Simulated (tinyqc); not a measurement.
## Junction parameters from two forward currents

Problem. D(v) = J1 (exp(v/Vt) - 1) + J2 (exp(v/(2 Vt)) - 1). Find J1, J2 and the voltage 2 Vt ln(J2/J1) near which both parts are equal.

Values chosen for this exercise: temperature T = 330 K.

Constants: q = 1.602176634e-19 C, kB = 1.380649e-23 J/K, Vt = kB T/q. Results are converted to the units shown.

junction voltages (V): 0.27  0.63
currents (uA/um): 4.4583727e-6  0.0030657324

Answer. The current is linear in J1 and J2, so two points give two equations.

J1 = 1.30e-13 uA/um
J2 = 3.90e-8 uA/um
crossover = 0.717 V

Program tinyqc, `OMP_NUM_THREADS=1 python tinyqc.py 2182072 2182073 out.jsonl`; Intel Xeon 2.30GHz, shared host, one thread, about 0.2 s.
